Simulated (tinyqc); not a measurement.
# Exponent and activation energy from three stresses

Problem. Oxide breakdown follows t63 = a V^(-n) exp(Ea q/(kB T)). Find n, Ea and the E-model slope gamma = n/E (cm/MV) at the higher voltage, E = V/tox.

Values chosen for this exercise:
- tox = 1.2 nm (oxide thickness)

Constants: q = 1.602176634e-19 C, kB = 1.380649e-23 J/K. Results are converted to the units shown.

t63 at (1.49 V, 373 K), (1.99 V, 373 K) and (1.99 V, 398 K) (s): [58139.932, 2.0695195, 0.38545934]

Answer. The two voltages give n and the two temperatures Ea.

n = 35.4
Ea = 0.860 eV
gamma = 2.13 cm/MV

Program tinyqc, `OMP_NUM_THREADS=1 python tinyqc.py 2070025 2070026 out.jsonl`; Intel Xeon 2.30GHz, shared host, one thread, about 0.01 s.
